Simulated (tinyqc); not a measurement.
Strength against creep resistance: grain growth, pinning, strength and diffusional creep of a polycrystal or thin film. Computed by tinyqc, a small Python program. Command: `OMP_NUM_THREADS=1 python tinyqc.py 3002790 3002791 out.jsonl grain walk`. One thread of a shared host (Intel(R) Xeon(R) Processor @ 2.30GHz), about 0.01 s of CPU time with the checks.

One mean grain size d describes the structure.

Inputs (values chosen for the exercise, modelled on copper): atomic volume Omega = 11.81 angstrom^3; boundary energy gamma = 0.6 J/m^2; mobility prefactor M0 = 3.6e-06 m^4/(J s); activation energy of boundary motion Q_m = 1.2 eV; anneal temperature T = 475 K; anneal time t = 8800 s; initial grain size d0 = 96 nm; particle volume fraction f = 0.0076; particle radius r = 20 nm; Hall-Petch slope k_y = 0.11 MPa m^0.5; lattice diffusion energy Q_l = 2.07 eV; boundary diffusion energy Q_b = 0.947 eV; lattice prefactor D0 = 0.00012 m^2/s; boundary prefactor delta D0b = 1.1e-15 m^3/s; applied stress sigma = 67 MPa; service temperature T_c = 537 K.

Sample: bulk.

Constants: k_B = 8.617333262e-05 eV/K; k_B = 1.380649e-23 J/K.

Method:
- M = M0 exp(-Q_m/(k_B T)). The driving pressure is 2 gamma/d. Zener pinning pressure 3 f gamma/(2 r) stops growth at d_Z = 4 r/(3 f). The limit is d_lim = d_Z.
- dd/dt = 2 M gamma (1/d - 1/d_lim) integrates to 2 M gamma t = d_lim (d0 - d) + d_lim^2 ln[(d_lim - d0)/(d_lim - d)]; without pinning d^2 = d0^2 + 4 M gamma t.
- Nabarro-Herring rate = 14 sigma Omega D_l/(k_B T d^2), D_l = D0 exp(-Q_l/(k_B T)); Coble rate = 14 pi sigma Omega delta D_b/(k_B T d^3), delta D_b = delta D0b exp(-Q_b/(k_B T)); they are equal at d_x = pi delta D_b/D_l.
- Hall-Petch term k_y/sqrt(d).

crossover size d_x = 997208 micrometre

At T_c and sigma:
```
d (nm)  Hall-Petch term (MPa)  Nabarro-Herring (1/s)  Coble (1/s)  time to 1 % (s)
30                     635.09             7.4517e-09   2.4770e-01       4.0372e-02
100                    347.85             6.7065e-10   6.6878e-03       1.4953e+00
300                    200.83             7.4517e-11   2.4770e-04       4.0372e+01
1000                   110.00             6.7065e-12   6.6878e-06       1.4953e+03
3000                    63.51             7.4517e-13   2.4770e-07       4.0372e+04
10000                   34.79             6.7065e-14   6.6878e-09       1.4952e+06
100000                  11.00             6.7065e-16   6.6878e-12       1.4951e+09
```

What does the comparison show, and why?

From 100 micrometre to 30 nm grains the Hall-Petch term grows 58 times, while the time to 1 % strain shrinks by 10.6 decades. Coble creep rules in 7 of the seven rows (d_x is a millimetre or more). Fine grains resist slip but creep fast. The Hall-Petch value at 30 nm is at the edge of that law. Caution: sigma Omega is not small against k_B T, as the linear creep laws assume. Caution: T_c is above the anneal temperature, so the grains would go on growing in service.

Extremes, crossings and ranges named in words are read from the listed rows.
